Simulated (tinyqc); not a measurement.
Inside a calculation. Model: Holstein polaron on two sites. Computed by tinyqc, a small Python program that keeps every step. Command: `OMP_NUM_THREADS=1 python tinyqc.py 3002724 3002725 out.jsonl holstein walk`. One thread of a shared host (Intel(R) Xeon(R) Processor @ 2.30GHz), about 0.01 s of CPU time with the checks. Intermediate numbers are printed to about 6 digits and carried at full precision; extremes and crossings named in words are read from the listed rows.

One electron on sites 1 and 2: H = -t (c1+ c2 + c2+ c1) + hbar omega sum_i b_i+ b_i - g hbar omega sum_i n_i (b_i + b_i+). The symmetric phonon shifts the energy by -g^2 hbar omega/2 and drops out; with b = (b_1 - b_2)/sqrt(2) there remains H = -t sigma_x + hbar omega b+ b - (g hbar omega/sqrt(2)) sigma_z (b + b+). Parity splits it into blocks p = +1 and -1 over phonon numbers n. Zero-point energies are left out. Weights Z refer to mode b alone; the displaced symmetric mode multiplies the full zero-phonon weight by exp(-g^2/2).

Inputs (values chosen for the exercise, for a model dimer):
```
quantity                  value  unit
hopping t                   120   meV
phonon energy hbar omega    140   meV
coupling g                  1.9     -
phonon levels kept N          4     -
```

## Energy scales

Polaron binding energy E_p = g^2 hbar omega; ratio E_p/t (the adiabatic potential has two wells when it exceeds 1); adiabaticity hbar omega/t.

E_p = 505.4 meV

E_p/t = 4.21167

hbar omega/t = 1.16667

## The even block in a small basis

Block p: H_nn = n hbar omega - p t (-1)^n - g^2 hbar omega/2, H_(n,n+1) = -(g hbar omega/sqrt(2)) sqrt(n + 1). Take p = +1 and n = 0..N-1.

H, even block (meV):
```
          1         2         3         4
1  -372.700  -188.090     0.000     0.000
2  -188.090     7.300  -266.000     0.000
3     0.000  -266.000   -92.700  -325.782
4     0.000     0.000  -325.782   287.300
```

## Levels in the small basis

Diagonalise H; the eigenvector has its largest component positive; Z is the weight of n = 0.

levels (meV): -507.303  -327.995  146.623  517.875

lowest eigenvector: 0.698764  0.500055  0.473304  0.194052

Z in the small basis = 0.488271

## Converged results

Use 60 levels in both blocks; Z = c_0^2 is the weight of n = 0 in the ground state c; the splitting is the lowest odd level less the lowest even one, which without coupling is the smaller of 2t and hbar omega; <sigma_x> = sum (-1)^n c_n^2 measures the kinetic energy.

ground-state energy = -526.394 meV

weight Z of n = 0 in mode b = 0.319748

mean phonon number in b = 1.45170

splitting = 7.81764 meV

splitting/(2t) = 0.0325735

<sigma_x> = 0.327993

The small basis misses the ground-state energy by 19.1 meV. The splitting has collapsed while <sigma_x> stays much larger: the electron still makes virtual hops, but drags its distortion only slowly.

## Approximations to the ground state

Second order: E = -t - E_p/2 - (E_p/2) hbar omega/(hbar omega + 2t). Lang-Firsov: E = -E_p - t exp(-g^2). Variable displacement: E(x) = -E_p/2 - t exp(-g^2 x^2) - (E_p/2)(2x - x^2), minimised over 0 <= x <= 1. Adiabatic, classical lattice: E = -E_p/2 - t for E_p < t, else -E_p - t^2/(2 E_p); it leaves out the change of zero-point energy.

Ground-state energy (meV):
```
method                        E  E - exact
second order in g      -465.800    60.5936
Lang-Firsov            -508.646    17.7474
variable displacement  -509.449    16.9451
adiabatic, classical   -519.646     6.7475
```

best displacement x = 0.92961

Closest here is adiabatic, classical (+6.75 meV), furthest second order in g (+60.59 meV), at hbar omega/t = 1.17 and E_p/t = 4.21. Lang-Firsov and variable displacement are variational and lie above the exact value.

Checks made by the program: 60 against 80 levels (relative difference below 1e-10); Hellmann-Feynman: dE/dt = -<sigma_x> (relative difference 2e-10).
